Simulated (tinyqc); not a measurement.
From results back to parameters: Brillouin zone and empty-lattice bands of the fcc structure. Five cases, with inputs chosen for the exercise.

Problem. At the centre of a zone face two plane waves are mixed by V > 0: levels E0 -/+ V, masses normal to the face 1/(1 -/+ 2 E0/V), E0 = c0 k^2, c0 = hbar^2/2m0. The gap and the mass of the upper band are given.

Constants: hbar^2/2m0 = 3.80998211 eV angstrom^2.

Find: V; E0; k; spacing of the lattice planes, pi/k.

Method. V is half the gap; 2 E0/V = 1/m - 1; k = |G|/2 = pi/d.

Case 1.

gap = 0.660000 eV
mass of the upper band = 0.0341545 m0

Solution.

V = 0.3300 eV
E0 = 4.666 eV
k = 1.1067 1/angstrom
spacing of the lattice planes, pi/k = 2.839 angstrom

Case 2.

gap = 0.520000 eV
mass of the upper band = 0.0187226 m0

Solution.

V = 0.2600 eV
E0 = 6.813 eV
k = 1.3373 1/angstrom
spacing of the lattice planes, pi/k = 2.349 angstrom

Case 3.

gap = 1.620000 eV
mass of the upper band = 0.0569415 m0

Solution.

V = 0.8100 eV
E0 = 6.708 eV
k = 1.3268 1/angstrom
spacing of the lattice planes, pi/k = 2.368 angstrom

Case 4.

gap = 0.960000 eV
mass of the upper band = 0.0334464 m0

Solution.

V = 0.4800 eV
E0 = 6.936 eV
k = 1.3492 1/angstrom
spacing of the lattice planes, pi/k = 2.328 angstrom

Case 5.

gap = 0.640000 eV
mass of the upper band = 0.0339798 m0

Solution.

V = 0.3200 eV
E0 = 4.549 eV
k = 1.0927 1/angstrom
spacing of the lattice planes, pi/k = 2.875 angstrom

Computed by tinyqc, one run a case: `OMP_NUM_THREADS=1 python tinyqc.py N N+1 out.jsonl` with N = 1880041, 1880065, 1880384, 1880578, 1880608; one thread of a shared Intel(R) Xeon(R) Processor @ 2.30GHz, about 0.02 s a run at most.
